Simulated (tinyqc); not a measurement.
Cahn-Hilliard equation on a periodic one-dimensional grid: one step, computed by the program tinyqc.

Free energy F = h sum_j [A (c_j^2 - 1)^2/4 + (kappa/2) ((c_(j+1) - c_j)/h)^2]; dc/dt = Lap(mu), mu = A (c^3 - c) - kappa Lap(c), Lap(y)_j = (y_(j+1) - 2 y_j + y_(j-1))/h^2, mobility 1; the grid has n = 12 points.

Problem. The first step. Start: c_j = c0 + amplitude x (z_j - mean of z). c(new) = c + dt Lap(mu).

Inputs (values chosen for the exercise, in reduced units):
```
quantity,value,unit
spacing h,0.94,-
well depth A,0.99,-
gradient coefficient kappa,0.93,-
mean composition c0,-0.27,-
noise amplitude,0.02,-
time step dt,0.026,-
```

Scheme: explicit Euler.

random numbers: [0.715, -0.096, -0.123, 0.342, -0.099, 0.443, -0.738, 0.272, -0.698, 0.455, -0.541, -0.456]

Give: c at the start; mu at the start; c after one step; F at the start; F after one step.

Solution.

c at the start: [-0.25483, -0.27105, -0.27159, -0.26229, -0.27111, -0.26027, -0.28389, -0.26369, -0.28309, -0.26003, -0.27995, -0.27825]

mu at the start: [0.27762, 0.23212, 0.23868, 0.26087, 0.22798, 0.27648, 0.21228, 0.28458, 0.21311, 0.28526, 0.23267, 0.23128]

c after one step: [-0.25753, -0.26951, -0.27113, -0.26391, -0.26871, -0.26358, -0.27987, -0.26792, -0.27886, -0.26370, -0.27844, -0.27684]

F at the start = 2.4009

F after one step = 2.4002
